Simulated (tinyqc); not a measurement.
Doping density: delta-doped layer in the Thomas-Fermi potential.

All donors ionised in the plane z = 0, zero temperature, energies from the Fermi level EF of the Thomas-Fermi model, which lies at the bulk band edge; c = hbar^2/2m0, q = e^2/(4 pi eps0). gv = 4 equivalent valleys, m_d = sqrt(m3^3/mz) in the plane. With n = (gv/3 pi^2)(m3 (-V)/c)^(3/2) and V'' = -(4 pi q/eps) n for z > 0, the solution is V = -b/(|z| + z0)^4 with sqrt(b) = 20/K, K = (4 pi q/eps)(gv/3 pi^2)(m3/c)^(3/2), and z0^5 = 4b/(e F0), e F0 = 2 pi q N/eps; 1e13/cm^2 = 1e-3/angstrom^2. Exchange and correlation are left out.

Subbands solve -(c/m_z) psi'' + V psi = E psi on 1280 points of spacing z0/80; up to ten levels for each group, kept if bound with an rms width below 2.5 z0.

Constants: hbar^2/2m0 = 3.80998211 eV angstrom^2; e^2/(4 pi eps0) = 14.39964547 eV angstrom.

Parameters, chosen for this exercise (near those of a delta-doped layer in Ge; not measured data):
```
symbol  value                                 unit         meaning
m3      0.212                                 m0           density-of-states mass of a valley
mz      0.118                                 m0           mass along z
eps     16.3                                               dielectric constant
Nl      (0.34, 0.68, 1.4, 2.4, 4.1, 6.8, 11)  x 1e13/cm^2  sheet densities
```

The well, the lowest level and the filling anew; at zero temperature n_i = g m_d (mu - E_i)/(2 pi c), with mu fixed by sum n_i = N.

Results:
```
N (1e13/cm^2)  z0 (angstrom)  depth (eV)  lowest (eV)  next - lowest (eV)  occupied  share of lowest (%)
0.34                    73.8      0.0348      -0.0081                   -         1                100.0
0.68                    64.2      0.0606      -0.0159                   -         1                100.0
1.4                     55.6      0.1080      -0.0321                   -         1                100.0
2.4                     49.9      0.1662      -0.0537                   -         1                100.0
4.1                     44.8      0.2552      -0.0892              0.0872         1                100.0
6.8                     40.5      0.3825      -0.1432              0.1368         2                 97.8
11                      36.8      0.5620      -0.2238              0.2079         2                 94.9
```

The depth grows as N^(4/5) and z0 shrinks as N^(-1/5): factors 16.1 and 2.00 for 32 times the doping. The lowest level deepens faster, with exponent 0.96, since the zero-point energy takes a smaller share of a deeper well (77 % falling to 60 %). The number of occupied subbands is 1 in the first row and 2 in the last. Depths beyond about 0.5 eV stretch parabolic valleys past their range.

Program tinyqc; command `OMP_NUM_THREADS=1 python tinyqc.py 1281280 1281281 out.jsonl`; about 0.1 s on one thread of a shared Intel(R) Xeon(R) Processor @ 2.30GHz.
